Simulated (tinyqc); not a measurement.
# A chain with a side-coupled site and dephasing by Buettiker voltage probes: what changes with what

Sites 1 to 2 form a chain with hopping -t, and site 3 hangs on site 2 by -ts. Lead L joins site 1 and lead R site 2, both semi-infinite chains with hopping -t and site energy 0. Every site carries a probe with self-energy -i Gamma_p/2 that draws no net current. Linear response at zero temperature: mu_L = 1, mu_R = 0 in units of the bias.

Inputs (values chosen for the exercise): hopping (matrix element -t) t = 1 eV; site energies 1 to N U = [0, 0, 0.06] eV; Fermi energy E = 0.06 eV; probe broadening Gamma_p gp = 0.65 eV; hopping from site 2 to the side site 3 ts = 0.84 eV.

Constants: q = 1.602176634e-19 C, h = 6.62607015e-34 J s. Results are converted to the units shown.

Each table varies one quantity; the others keep the values above.

## Coherent and dephased transmission against energy

Sigma = t^2 g(E), g(x) = (x - i sqrt(4 t^2 - x^2))/(2 t^2) for |x| < 2 t and (x - sign(x) sqrt(x^2 - 4 t^2))/(2 t^2) otherwise; Gamma = -2 Im Sigma; G = (E - H - Sigma_L - Sigma_R + i Gamma_p/2)^(-1). With Gamma the broadening by one lead, T_RL = Gamma^2 |G_(2,1)|^2, T_pL = Gamma Gamma_p |G_(p,1)|^2, T_pR = Gamma Gamma_p |G_(p,2)|^2, T_pq = Gamma_p^2 |G_(p,q)|^2 for p != q. No current into probe p: W mu = T_pL with W_pp = T_pL + T_pR + sum_q T_pq and W_pq = -T_pq. Then T_eff = T_RL + sum_p T_pR mu_p, and the resistance is (h/2q^2)/T_eff. Without probes means Gamma_p = 0.

Coherent and dephased transmission against energy:
```
E (eV)	T without probes	T_eff
-1.8	0.84079	0.54387
-1.5	0.89533	0.63367
-1.2	0.89087	0.65245
-0.9	0.85518	0.63544
-0.6	0.76104	0.57945
-0.3	0.50441	0.47896
0	0.028110	0.39230
0.3	0.31146	0.43529
0.6	0.68071	0.54277
0.9	0.81887	0.61416
1.2	0.86983	0.64035
1.5	0.87935	0.62609
1.8	0.82212	0.53804
```

What does the table show?

Without probes T lies between 0.0281 and 0.895 in these rows, with them between 0.392 and 0.652. The probes lower it in 11 rows and raise it in 2; the largest relative gain is at E = 0 eV, where the coherent value is 0.0281.

## Effect of the dephasing strength

Same model as above.

Effect of the dephasing strength:
```
gp (eV)	T_RL	through probes	T_eff	resistance (kohm)
0.01	1.932e-4	0.01374	0.01393	926.3
0.018	6.073e-4	0.02414	0.02475	521.4
0.032	0.001822	0.04119	0.04301	300.1
0.056	0.005112	0.06733	0.07244	178.2
0.1	0.01396	0.1069	0.1208	106.8
0.18	0.03470	0.1587	0.1934	66.75
0.32	0.07181	0.2122	0.2841	45.44
0.56	0.1163	0.2546	0.3709	34.80
1	0.1388	0.2796	0.4184	30.85
1.8	0.1075	0.2776	0.3851	33.52
```

What does the comparison show?

Without probes the transmission is 0. T_eff goes from 0.0139 through a maximum of 0.418 (at gp = 1 eV among the rows listed) to 0.385; the direct part goes from 1.93e-4 through a maximum of 0.139 (at gp = 1 eV among the rows listed) to 0.107 and the part through probes goes from 0.0137 through a maximum of 0.280 (at gp = 1 eV among the rows listed) to 0.278. Weak dephasing raises T_eff here, and the direct part too: it spoils the destructive interference with the side site.

Numbers from tinyqc (`OMP_NUM_THREADS=1 python tinyqc.py 2700108 2700109 out.jsonl`; about 0.01 s on one thread of a shared Intel Xeon 2.30GHz).
